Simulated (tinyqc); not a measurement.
# Ballistic Schottky-barrier transistor with a one-dimensional channel, WKB contacts, step by step

Computed by the program tinyqc: `OMP_NUM_THREADS=1 python tinyqc.py 2390151 2390152 out.jsonl`, one thread of a shared Intel Xeon 2.30GHz, about 0.06 s for the whole run. Printed values are rounded.

Source Fermi level 0, drain Fermi level -Vd. Far from the contacts Ec = pn - psi, and the gate moves psi one to one; the band edges relax as exp(-x/lam) from pn at the source and pn - Vd at the drain; Ev = Ec - Eg. A carrier of energy w inside the channel band meets at a contact a barrier of height D (the contact edge beyond the channel edge): T = 1 for w >= D, else exp(-S), S = 4 lam sqrt(m/C) [sqrt(D - w) - sqrt(w) arctan sqrt((D - w)/w)], C = hbar^2/(2 m0). The two contacts combine as Ts Td/(Ts + Td - Ts Td).

Inputs (values chosen for the exercise); channel values close to those of a silicon nanowire with silicide contacts:
- T = 300 K (temperature)
- Eg = 1.12 eV (band gap)
- pn = 0.79 eV (barrier for electrons at both contacts)
- mn = 0.21 m0 (electron mass)
- mp = 0.26 m0 (hole mass)
- g = 2 (valleys or subbands)
- lam = 2.1 nm (screening length at the contacts)
- Vd = 0.05 V (drain bias)
- ps = 0.86 V (band shift psi of the channel by the gate)
- w0 = 0.48 eV (energy of one carrier inside the channel band)
- wm = 1 eV (upper end of the grid)
- nE = 15 (points of the grid)

Constants: q = 1.602176634e-19 C, kB = 1.380649e-23 J/K, hbar = 1.054571817e-34 J s, h = 6.62607015e-34 J s, m0 = 9.1093837015e-31 kg, Vt = kB T/q, hbar^2/(2 m0) = 0.0380998212 eV nm^2. Results are converted to the units shown.

Range of the model: No scattering, image-force lowering, channel charge or band-to-band tunnelling; parabolic kappa overstates S deep in the gap.

## Band edges and barriers

Electrons: Ds = psi, Dd = psi - Vd, Es = Ec, Ed = Ec + Vd. Holes: Ds = -psi, Dd = Vd - psi, Es = -Ev, Ed = -Ev - Vd. The size of each current is taken; both flow from drain to source and add.

Ec = -0.07 eV
Ev = -1.19 eV
D for electrons (eV): source 0.860000, drain 0.810000
D for holes (eV): source -0.860000, drain -0.810000

A negative D is no barrier. Here the electrons carry the larger current.

## Transmission of one of the electrons

S and T at both contacts for w = w0, and the tunnelling distance lam ln(D/w) at the higher barrier.

S at the source = 2.22202
S at the drain = 1.87031
combined T = 0.0679520
tunnelling distance = 1.22461 nm

## Current of the electrons on a coarse grid

I = g (2 q^2/h) int T(w) [f(Es + w) - f(Ed + w)] dw, f(y) = 1/(1 + exp(y/Vt)). Electrons: Ds = psi, Dd = psi - Vd, Es = Ec, Ed = Ec + Vd. Holes: Ds = -psi, Dd = Vd - psi, Es = -Ev, Ed = -Ev - Vd. The size of each current is taken; both flow from drain to source and add. Simpson's rule on nE equally spaced w from 0 to wm.

```
point,w (eV),Ts,Td,T,size of the supply difference
0,0.00000,1.14138e-8,1.95784e-8,7.21033e-9,0.253174
1,0.07143,2.09323e-5,3.50680e-5,1.31082e-5,0.365863
2,0.14286,2.97185e-4,4.85710e-4,1.84408e-4,0.0477887
3,0.21429,0.00187644,0.00298792,0.00115393,0.00320943
4,0.28571,0.00773347,0.0119790,0.00472171,2.03345e-4
5,0.35714,0.0241133,0.0362664,0.0146962,1.28350e-5
6,0.42857,0.0612918,0.0893003,0.0377165,8.09946e-7
7,0.50000,0.132596,0.186596,0.0840272,5.11104e-8
8,0.57143,0.250693,0.339405,0.168484,3.22524e-9
9,0.64286,0.420986,0.545195,0.311567,2.03524e-10
10,0.71429,0.633096,0.776848,0.535678,1.28430e-11
11,0.78571,0.851812,0.969389,0.829499,8.10440e-13
12,0.85714,0.998832,1,0.998832,5.11415e-14
13,0.92857,1,1,1,3.22720e-15
14,1.00000,1,1,1,2.03647e-16
```

current = 2.00633e-4 uA

A converged quadrature gives 2.049e-4 uA; this grid is 2.1 % below that. Under 0.001 % of it passes over both barriers, the rest tunnels. The other carrier adds 2.42e-19 uA.
